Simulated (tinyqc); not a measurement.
What moves the results: tight-binding t2g bands of a cubic perovskite. A value that a table varies takes the place of the one given here.

Orbitals yz, zx, xy (X, Y, Z below) times spin. E_xy = Dt + 2t (2 - cos x - cos y) + 2 td (1 - cos z) + 4 t2 (1 - cos x cos y) with x = kx a and so on; yz and zx follow by cyclic change, without Dt. Spin-orbit term -(Dso/3) L.sigma + Dso/3 with (L_k)_ij = -i epsilon_kij in X, Y, Z: for Dt = 0 the quartet lies at 0 and the doublet at Dso.

Constants: hbar^2/2m0 = 3.80998211 eV angstrom^2.

Inputs chosen for the exercise (of the size met in SrTiO3 and KTaO3; not measured data): t = 0.53 eV (strong hopping); td = 0.031 eV (weak hopping); t2 = 0 eV (diagonal hopping in the plane of the orbital); Dso = 0.036 eV (spin-orbit splitting at Gamma); Dt = -0.28 eV (shift of xy (tetragonal field or confinement)); a = 3.988 angstrom (lattice constant); k = (0.05, 0.05, 0) 2 pi/a (wave vector).

## Bands along [100] with and without spin-orbit coupling

k = (x,0,0). The plain columns hold the three orbital energies without spin-orbit coupling, sorted.

Levels (eV):
```
x (2 pi/a)  plain 1  plain 2  plain 3   pair 1  pair 2  pair 3
0.00        -0.2800   0.0000   0.0000  -0.2690  0.0000  0.0250
0.02        -0.2716   0.0005   0.0084  -0.2606  0.0038  0.0300
0.04        -0.2467   0.0019   0.0333  -0.2357  0.0101  0.0502
0.06        -0.2056   0.0044   0.0744  -0.1947  0.0148  0.0891
0.10        -0.0776   0.0118   0.2024  -0.0675  0.0245  0.2158
0.15         0.0256   0.1569   0.4369   0.0362  0.1694  0.4498
0.20         0.0428   0.4524   0.7324   0.0543  0.4642  0.7452
0.30         0.0812   1.1076   1.3876   0.0929  1.1192  1.4002
0.50         0.1240   1.8400   2.1200   0.1358  1.8516  2.1326
```

At the zone edge the heavy yz band has risen by 0.124 eV (4 td) and the light ones by 2.120 eV (4t + 8 t2). Spin-orbit coupling mixes the orbitals while their spacing is below Dso = 0.036 eV: the lowest pair lies +11.0 meV from the plain band at x = 0.02 and +11.8 meV at the edge, where yz has parted from the other two and its offset tends to Dso/3 = 12.0 meV; zx and xy, 280 meV apart without the coupling, mix little there. With Dt < 0 the lowest plain band at Gamma is xy, and yz passes below it further out.

## Order of the levels against the shift of xy

Levels at Gamma, the xy weight of the lowest pair and its mass along [100] from m/m0 = c q^2/(E(q) - E(0)), q = 0.001 (2 pi/a).

At Gamma:
```
Dt (eV)  pair 1 (eV)  pair 2 (eV)  pair 3 (eV)  xy weight of pair 1  mass (m0)
-0.30        -0.2889       0.0000       0.0249                0.997      0.453
-0.15        -0.1398       0.0000       0.0258                0.989      0.454
-0.08        -0.0710       0.0000       0.0270                0.969      0.459
-0.03        -0.0240       0.0000       0.0300                0.889      0.477
-0.01        -0.0072       0.0000       0.0332                0.772      0.506
0.01          0.0000       0.0060       0.0400                0.000      0.855
0.03          0.0000       0.0138       0.0522                0.000      0.854
0.08          0.0000       0.0200       0.0960                0.000      0.854
0.15          0.0000       0.0219       0.1641                0.000      0.854
```

For Dt > 0 the lowest pair is the pure yz, zx combination at 0, with mass 0.854 at Dt = 0.15 eV. For Dt < 0 it gains xy weight, 0.77 at -0.01 and 1.00 at -0.3 eV, and its mass tends to the light value 0.452; the scale of the change is Dso = 0.036 eV.

## What each parameter does

The three pairs at k. Each row changes one parameter from the base and keeps the others.

Results:
```
case             pair 1 (eV)  pair 2 (eV)  pair 3 (eV)
base                 -0.1654       0.0549       0.0801
t = 0.583 eV         -0.1551       0.0601       0.0853
td = 0.0465 eV       -0.1654       0.0564       0.0816
t2 = 0.02 eV         -0.1578       0.0588       0.0840
Dso = 0.0468 eV      -0.1626       0.0549       0.0881
Dt = -0.31 eV        -0.1953       0.0549       0.0800
```

The largest shifts from the base row, up to three for each result and ties (the steps differ in size, so this ranks the rows, not the parameters). pair 1 (eV): Dt -0.0299, t +0.0104, t2 +0.0076; unchanged at the printed digits by td. pair 2 (eV): t +0.0052, t2 +0.0039, td +0.0015; unchanged at the printed digits by Dso and Dt. pair 3 (eV): Dso +0.0080, t +0.0052, t2 +0.0039.

Computed by tinyqc, a small Python program: `OMP_NUM_THREADS=1 python tinyqc.py 1452630 1452631 out.jsonl` (the numbers bound the seed that draws the inputs); one thread of a shared host (Intel(R) Xeon(R) Processor @ 2.30GHz), about 0.01 s for the whole set of steps.
